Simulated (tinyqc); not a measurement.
From results back to parameters: density of states of one tight-binding band on the simple cubic lattice.

Problem. For E(k) = -2 t (c1 + c2 + c3) - 4 t2 (c1 c2 + c2 c3 + c3 c1), ci = cos(2 pi ki), two differences between symmetry points are known: Gamma = (0, 0, 0), X = (1/2, 0, 0), M = (1/2, 1/2, 0), R = (1/2, 1/2, 1/2).

E(X) - E(Gamma) = 8.6000 eV
E(M) - E(X) = 8.6000 eV

Find: t; t2; E(R) - E(M).

Solution. E(Gamma) = -6t - 12 t2, E(X) = -2t + 4 t2, E(M) = 2t + 4 t2, E(R) = 6t - 12 t2.

t = 2.150 eV
t2 = 0.000 eV
E(R) - E(M) = 8.600 eV

Run: tinyqc, `OMP_NUM_THREADS=1 python tinyqc.py 1681174 1681175 out.jsonl`; Intel(R) Xeon(R) Processor @ 2.30GHz, one thread, shared host; about 0.2 s of CPU time with all checks.
